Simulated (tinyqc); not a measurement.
Interdiffusion of a quantum well during annealing: blurred potential and shift of the confined levels: one step, computed by the program tinyqc. Command: `OMP_NUM_THREADS=1 python tinyqc.py 3015369 3015370 out.jsonl qwi walk`. One thread of a shared host (Intel(R) Xeon(R) Processor @ 2.30GHz), about 0.07 s of CPU time with the checks.

A square well of width w is blurred by Fick diffusion with a constant coefficient; band offsets are linear in composition, masses are uniform, and strain and excitons are ignored.

Task: Diffusion length. D = D0 exp(-E/(k_B T)); L = sqrt(D t); share of well material at the centre erf(w/(4L)); 1 nm = 1e-7 cm. Temperatures in kelvin are T(C) + 273.15.

Inputs (values chosen for the exercise, modelled on InGaAs in GaAs):

| quantity | value | unit |
|---|---|---|
| well width w | 10 | nm |
| prefactor D0 | 3.7 | cm^2/s |
| activation energy E | 3.41 | eV |
| anneal temperature T | 840 | C |
| anneal time t | 140 | s |

Constants: k_B = 8.617333262e-05 eV/K.

Give: diffusivity D; diffusion length L; ratio L/w; share at the centre.

Result:

diffusivity D = 1.3473e-15 cm^2/s

diffusion length L = 4.3430 nm

ratio L/w = 0.43430

share at the centre = 0.58440
